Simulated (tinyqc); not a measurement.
What moves the results: smearing for a one-band metal on the fcc lattice. A value that a table varies takes the place of the one given here.

Lattice vectors (units of a): a1 = (0, 1/2, 1/2), a2 = (1/2, 0, 1/2), a3 = (1/2, 1/2, 0). E(k) = -t A_1(k) - t2 A_2(k), A_m the sum of cos(k . R) over the 12 nearest and 6 second lattice vectors. Mesh k = sum (j_i/N) b_i, j_i = 0 .. N-1.

With x = (E_k - mu)/sigma: Fermi-Dirac f = 1/(1 + exp(x)), s = -f ln f - (1 - f) ln(1 - f); Gaussian f = erfc(x)/2, s = exp(-x^2)/(2 sqrt(pi)); Methfessel-Paxton (first order) f = erfc(x)/2 - x exp(-x^2)/(2 sqrt(pi)), s = (1 - 2 x^2) exp(-x^2)/(4 sqrt(pi)); cold (Marzari-Vanderbilt) with y = x + 1/sqrt(2), f = erfc(y)/2 + exp(-y^2)/sqrt(2 pi), s = y exp(-y^2)/sqrt(2 pi). With weights w = points/N^d (d the dimension), mu solves 2 sum w f = ne; E = 2 sum w f E_k, S = 2 sum w s, F = E - sigma S.

With x = (E_k - mu)/sigma: Gaussian f = erfc(x)/2, s = exp(-x^2)/(2 sqrt(pi)); Methfessel-Paxton (first order) f = erfc(x)/2 - x exp(-x^2)/(2 sqrt(pi)), s = (1 - 2 x^2) exp(-x^2)/(4 sqrt(pi)). With weights w = points/N^d (d the dimension), mu solves 2 sum w f = ne; E = 2 sum w f E_k, S = 2 sum w s, F = E - sigma S.

With x = (E_k - mu)/sigma: Methfessel-Paxton (first order) f = erfc(x)/2 - x exp(-x^2)/(2 sqrt(pi)), s = (1 - 2 x^2) exp(-x^2)/(4 sqrt(pi)). With weights w = points/N^d (d the dimension), mu solves 2 sum w f = ne; E = 2 sum w f E_k, S = 2 sum w s, F = E - sigma S.

Parameters, chosen for this exercise: t = 0.54 eV (nearest hopping); t2 = 0.15 eV (second hopping); ne = 0.4 (electrons per cell); N = 6 (unshifted mesh); sigma = 0.108 eV (width).

## Error of each scheme against the width

All on the dense mesh N = 40. The reference is F of first-order Methfessel-Paxton smearing with sigma = 0.05 t on the mesh N = 40; it moves by 0.04 meV on the mesh N = 50; in three dimensions such meshes can agree by chance and the reference may be off by about 1 meV, so smaller errors are not resolved.

Errors (meV per cell):
```
sigma (eV)    FD F  FD (E+F)/2  Gauss F  Gauss (E+F)/2   MP F  cold F
0.054        -0.83       -0.03    -0.13           0.00   0.00    0.00
0.081        -1.82       -0.06    -0.29           0.00   0.00   -0.03
0.108        -3.18       -0.08    -0.52          -0.01  -0.01   -0.05
0.162        -7.06       -0.08    -1.13          -0.04  -0.04   -0.11
0.216       -12.51        0.00    -1.97          -0.07  -0.07   -0.18
0.324       -28.37        0.58    -4.32          -0.10  -0.09   -0.35
0.432       -51.33        2.10    -7.61          -0.09  -0.07   -0.65
```

reference = -1.31041 eV

Doubling sigma from 0.108 to 0.216 eV multiplies the error of F by 3.9 (Fermi-Dirac) and 3.8 (Gaussian); a pure sigma^2 term would give 4. At the smallest width Fermi-Dirac errs 6.4 times as much as Gaussian, against 2 pi^2/3 = 6.6 for the ratio of the sigma^2 terms at equal sigma. At the largest width the sizes of the errors rank MP F 0.1, Gauss (E+F)/2 0.1, cold F 0.6, FD (E+F)/2 2.1, Gauss F 7.6, FD F 51.3 meV; below about 1 meV this order, and the ratios at the smallest width, carry the noise of the mesh.

## Mesh against width

Gaussian smearing, (E + F)/2. The reference is F of first-order Methfessel-Paxton smearing with sigma = 0.05 t on the mesh N = 40; it moves by 0.04 meV on the mesh N = 50; in three dimensions such meshes can agree by chance and the reference may be off by about 1 meV, so smaller errors are not resolved.

Errors (meV per cell):
```
N   sigma = 0.05 t  sigma = 0.15 t  sigma = 0.4 t
4           -23.01          -24.36         -27.73
6            39.98           38.46          34.73
8            16.61           15.99          14.16
12           -2.22           -2.46          -2.93
16            1.56            1.24           0.76
24           -0.61           -0.69          -0.54
```

reference = -1.31041 eV

First N from which the value stays within 2 meV of its last entry (which need not be the best one): none before the last for sigma = 0.05 t, 12 for sigma = 0.15 t, 16 for sigma = 0.4 t. At the last mesh the errors are -0.61, -0.69 and -0.54 meV. The widest smearing converges sooner with the mesh than the narrowest; a level at which its last entries rest, if any, is its bias. The smallest error belongs to 0.05 t on 2, 0.15 t on 0, 0.4 t on 4 of the 6 meshes.

## What moves the results of Methfessel-Paxton (first order) smearing

All sums formed anew. Each row changes one parameter from the base and keeps the others.

Results:
```
case              mu (eV)   E (eV)       S   F (eV)
base              -1.5971  -1.2697  0.0273  -1.2726
N = 12            -1.1939  -1.3125  0.0046  -1.3130
sigma = 0.216 eV  -1.5731  -1.2701  0.0252  -1.2755
ne = 0.5          -1.1862  -1.4192  0.0098  -1.4202
t2 = 0.204 eV     -1.5971  -1.2937  0.0273  -1.2966
t = 0.594 eV      -1.7591  -1.3900  0.0273  -1.3929
```

The largest shifts from the base row, up to three for each result and ties (the steps differ in size, so this ranks the rows, not the parameters). mu (eV): ne +0.4110, N +0.4032, t -0.1620; unchanged at the printed digits by t2. E (eV): ne -0.1495, t -0.1203, N -0.0428. S: N -0.0227, ne -0.0175, sigma -0.0021; unchanged at the printed digits by t2 and t. F (eV): ne -0.1476, t -0.1203, N -0.0404.

Program tinyqc; command `OMP_NUM_THREADS=1 python tinyqc.py 1650333 1650334 out.jsonl`; about 0.3 s on one thread of a shared Intel(R) Xeon(R) Processor @ 2.30GHz.
